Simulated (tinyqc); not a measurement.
G0W0 on RHF in the 3-21g basis, for H3+, spin multiplicity 1, step by step. One step of it, computed by the program tinyqc.

Task: G0W0 on Hartree-Fock: HOMO. W(p,q,m) = sqrt2 sum_ia (pq|ia) (X+Y)_ia,m; Sigma_c(x) = sum_(i,m) W^2/(x - e_i + w_m) + sum_(a,m) W^2/(x - e_a - w_m); solve x = e_p + Sigma_c(x) by Newton steps; Z = 1/(1 - dSigma/dx); 1 hartree = 27.211386 eV.

orbital energies (hartree): MO1 -1.110777, MO2 -0.210077, MO3 -0.209867, MO4 0.572849, MO5 0.831320, MO6 0.831674

Two-electron integrals over orbitals (pq|rs), unique and non-zero (hartree):
```
(11|11) 0.603588    (21|11) -0.000015   (21|21) 0.102185    (22|11) 0.469334
(22|21) 0.012776    (22|22) 0.448735    (31|11) 0.000056    (31|22) -0.046908
(31|31) 0.102146    (32|21) -0.046940   (32|22) -0.000008   (32|31) -0.012768
(32|32) 0.038522    (33|11) 0.469305    (33|21) -0.012776   (33|22) 0.371703
(33|31) 0.046909    (33|32) 0.000008    (33|33) 0.448650    (41|11) 0.122332
(41|21) -0.000009   (41|22) 0.062380    (41|31) 0.000035    (41|33) 0.062365
(41|41) 0.068635    (42|11) -0.000014   (42|21) 0.001917    (42|22) 0.000107
(42|32) -0.000411   (42|33) -0.000117   (42|41) -0.000010   (42|42) 0.032743
(43|11) 0.000050    (43|22) -0.000383   (43|31) 0.001882    (43|32) -0.000109
(43|33) 0.000421    (43|41) 0.000038    (43|43) 0.032764    (44|11) 0.476575
(44|21) -0.000023   (44|22) 0.397830    (44|31) 0.000084    (44|32) 1.33e-08
(44|33) 0.397863    (44|41) 0.072957    (44|42) -0.000007   (44|43) 0.000025
(44|44) 0.410266    (51|11) 3.04e-06    (51|21) -0.070903   (51|22) -0.009458
(51|31) 9.04e-07    (51|32) 0.034725    (51|33) 0.009446    (51|41) 0.000006
(51|42) -0.033879   (51|43) 4.29e-07    (51|44) 0.000010    (51|51) 0.084772
(52|11) -0.138367   (52|21) -0.009413   (52|22) -0.092127   (52|31) 0.034559
(52|32) 3.05e-06    (52|33) -0.064179   (52|41) -0.065284   (52|42) -0.004237
(52|43) 0.015552    (52|44) -0.085748   (52|51) 0.010769    (52|52) 0.096328
(53|11) 1.77e-06    (53|21) 0.034565    (53|22) 3.69e-06    (53|31) 0.009403
(53|32) -0.013952   (53|33) -1.69e-06   (53|41) 8.28e-07    (53|42) 0.015575
(53|43) 0.004235    (53|44) 1.09e-06    (53|51) -0.039519   (53|52) -0.000007
(53|53) 0.025467    (54|11) 0.000014    (54|21) -0.094663   (54|22) -0.012224
(54|31) 1.20e-06    (54|32) 0.044905    (54|33) 0.012222    (54|41) 0.000010
(54|42) -0.008701   (54|43) 1.09e-07    (54|44) 0.000023    (54|51) 0.077039
(54|52) 0.010171    (54|53) -0.037341   (54|54) 0.103640    (55|11) 0.544845
(55|21) 0.019158    (55|22) 0.482217    (55|31) -0.070276   (55|32) -0.000018
(55|33) 0.397635    (55|41) 0.115282    (55|42) 0.005006    (55|43) -0.018364
(55|44) 0.448944    (55|51) -0.018942   (55|52) -0.160718   (55|53) 0.000016
(55|54) -0.021237   (55|55) 0.595154    (61|11) -0.000011   (61|21) -9.12e-07
(61|22) 0.034752    (61|31) -0.070908   (61|32) 0.009453    (61|33) -0.034709
(61|41) -0.000023   (61|42) -4.38e-07   (61|43) -0.033874   (61|44) -0.000038
(61|52) -0.039552   (61|53) -0.010755   (61|54) 1.23e-08    (61|55) 0.069532
(61|61) 0.084816    (62|11) -1.78e-06   (62|21) 0.034613    (62|22) 1.69e-06
(62|31) 0.009416    (62|32) -0.013981   (62|33) -3.70e-06   (62|41) -8.44e-07
(62|42) 0.015587    (62|43) 0.004239    (62|44) -1.11e-06   (62|51) -0.039565
(62|52) -0.000005   (62|53) 0.023733    (62|54) -0.037391   (62|55) 0.000013
(62|61) -0.010767   (62|62) 0.025512    (63|11) -0.138378   (63|21) 0.009418
(63|22) -0.064196   (63|31) -0.034577   (63|32) -3.05e-06   (63|33) -0.092075
(63|41) -0.065304   (63|42) 0.004245    (63|43) -0.015581   (63|44) -0.085784
(63|51) -0.010758   (63|52) 0.047129    (63|53) 0.000005    (63|54) -0.010172
(63|55) -0.094094   (63|61) 0.039512    (63|62) 0.000007    (63|63) 0.096291
(64|11) -0.000050   (64|21) -1.22e-06   (64|22) 0.044906    (64|31) -0.094669
(64|32) 0.012222    (64|33) -0.044898   (64|41) -0.000037   (64|42) -1.14e-07
(64|43) -0.008692   (64|44) -0.000083   (64|51) 1.23e-08    (64|52) -0.037366
(64|53) -0.010165   (64|54) 2.44e-08    (64|55) 0.077951    (64|61) 0.077101
(64|62) -0.010179   (64|63) 0.037372    (64|64) 0.103708    (65|11) 9.12e-09
(65|21) -0.070378   (65|22) -0.000015   (65|31) -0.019129   (65|32) 0.042305
(65|33) 0.000015    (65|41) 1.37e-08    (65|42) -0.018428   (65|43) -0.005009
(65|44) 3.16e-08    (65|51) 0.069547    (65|52) 0.000013    (65|53) -0.033319
(65|54) 0.078000    (65|55) -0.000041   (65|61) 0.018918    (65|62) -0.033365
(65|63) -0.000013   (65|64) 0.021217    (65|65) 0.072359    (66|11) 0.544977
(66|21) -0.019157   (66|22) 0.397747    (66|31) 0.070271    (66|32) 0.000018
(66|33) 0.482162    (66|41) 0.115369    (66|42) -0.005027   (66|43) 0.018439
(66|44) 0.449107    (66|51) 0.018922    (66|52) -0.094156   (66|53) -0.000013
(66|54) 0.021230    (66|55) 0.450745    (66|61) -0.069458   (66|62) -0.000016
(66|63) -0.160712   (66|64) -0.077928   (66|65) 0.000041    (66|66) 0.595218
```

excitation energies w (hartree): 1.066158  1.066307  1.815714  2.114946  2.115382

X + Y:
```
             1          2          3          4          5
1>2   0.913231   0.000011  -0.000010  -0.073846  -0.000002
1>3  -0.000011   0.913276   0.000036   0.000002  -0.073833
1>4   0.000024  -0.000088   0.962940   0.000039  -0.000142
1>5   0.152725   0.000000  -0.000047   0.952110   0.000015
1>6   0.000000   0.152700   0.000172  -0.000015   0.952101
```

Give: The 12 largest terms at x = e_p; Newton steps; quasiparticle energy of the HOMO; Hartree-Fock value.

Result:

The 12 largest terms at x = e_p (hartree; W for the signs of X + Y given):
```
q  m          W      term
1  3     0.1666    0.0153
2  1     0.1167   -0.0069
3  2     0.1166   -0.0069
2  4    -0.1061   -0.0037
3  5    -0.1061   -0.0037
6  5     0.1216   -0.0036
5  4     0.1215   -0.0036
4  3     0.0935   -0.0025
5  1    -0.0733   -0.0018
6  2    -0.0733   -0.0018
1  2   5.51e-05  2.85e-09
1  5  -4.56e-05  9.82e-10
```

Newton steps (hartree):
```
step        x  Sigma_c(x)       Z
0     -1.1108     -0.0194  0.9788
1     -1.1297     -0.0190  0.9789
2     -1.1297     -0.0190  0.9789
```

quasiparticle energy of the HOMO = -30.7417 eV

Hartree-Fock value = -30.2258 eV
